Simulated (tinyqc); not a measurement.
Photoconductance decay in a wafer: bulk and surface recombination modes, and iron detection by pair splitting: one step, computed by the program tinyqc.

Both faces of the wafer have the same S; injection is low and all coefficients are constant. x runs from -W/2 to W/2.

Task: Weights of the modes. Even modes cos(a x) obey b tan b = S W/(2 D) with b = a W/2, odd modes sin(a x) obey -b cot b = S W/(2 D); each decays at the rate 1/tau_b + D a^2. Light from one face makes n(x, 0) proportional to exp(-alpha (x + W/2)). Only even modes carry the thickness average: weight c_n = [sin b/b] int n cos(a x) dx / (int cos^2(a x) dx x mean n), with int exp(-alpha (x + W/2)) cos(a x) dx = [alpha cos b (1 - E) + a sin b (1 + E)]/(alpha^2 + a^2), E = exp(-alpha W), and int cos^2 = W/2 + sin(2 b)/(2 a).

Inputs (values chosen for the exercise, modelled on p-type silicon):

| quantity | value | unit |
|---|---|---|
| thickness W | 775 | micrometre |
| diffusivity D | 23.4 | cm^2/s |
| surface recombination velocity S | 1.7 | cm/s |
| absorption coefficient alpha | 1100 | 1/cm |

Give: weights c_0 to c_5.

Result:

weights c_0 to c_5: 0.9991  0.0006  0.0001  0.0001  0.0000  0.0000
